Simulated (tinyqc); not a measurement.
Binding against mu: shallow acceptor in the spherical model (Baldereschi-Lipari), strong spin-orbit limit. Computed by tinyqc, a small Python program. Command: `OMP_NUM_THREADS=1 python tinyqc.py 3028960 3028961 out.jsonl acceptor walk`. One thread of a shared host (Intel(R) Xeon(R) Processor @ 2.30GHz), about 0.01 s of CPU time with the checks.

The 1S(3/2) state has an s envelope f(r) and a d envelope g(r). In effective units they obey -(f'' + 2f'/r + 2f/r) + mu (g'' + 5g'/r + 3g/r^2) = E f and -(g'' + 2g'/r - 6g/r^2 + 2g/r) + mu (f'' - f'/r) = E g. The cubic term, the split-off band and the central cell are left out.

Inputs (values chosen for the exercise, modelled on germanium):
```
quantity                 value  unit
Luttinger gamma_1         13.1     -
Luttinger gamma_2         4.33     -
Luttinger gamma_3         5.72     -
dielectric constant eps   15.7     -
```

Constants: Ry = 13.605693123 eV; a_0 = 0.529177210903 angstrom.

Method:
- Ry* = Ry/(gamma_1 eps^2), a* = a_0 eps gamma_1, mu = (6 gamma_3 + 4 gamma_2)/(5 gamma_1), delta = (gamma_3 - gamma_2)/gamma_1; spherical masses 1/(gamma_1 (1 - mu)) (heavy) and 1/(gamma_1 (1 + mu)) (light).
- Basis: f_i = exp(-zeta_i r), g_i = r exp(-zeta_i r), weight r^2 dr, s = zeta_i + zeta_j. S_ff = 2/s^3, H_ff = zeta_i zeta_j S_ff - 2/s^2; S_gg = 24/s^5, H_gg = 8/s^3 + 24 zeta_i zeta_j/s^5 - 12/s^4; H(f_i, g_j) = mu (6 zeta_i^2/s^4 + 2 zeta_i/s^3); S_fg = 0. Each function is normalised by sqrt(S_ii).
- Large basis: zeta_i = 0.08 x 1.55^(i-1), i = 1..20 in each channel; overlap eigenvalues below 1e-11 are dropped.

mu = 0.788397

1S(3/2):
```
mu    binding (Ry*)  d weight  binding x (1 - mu)
0.10         1.0091   0.00424             0.90817
0.24         1.0549   0.02458             0.80171
0.47         1.2540   0.09659             0.66464
0.50         1.2985   0.10979             0.64927
0.79         2.4764   0.29014             0.52004
0.80         2.5802   0.29828             0.51604
0.90         4.7683   0.38818             0.47683
0.95         9.1447   0.44002             0.45723
```

What does the comparison show, and why?

The binding grows from 1.009 to 9.14 Ry*, slowly at first (second order in mu), while the d weight rises to 0.44. The last column, the binding in units of the heavy-hole Rydberg, falls to 0.457, towards about 0.44 as mu tends to 1.
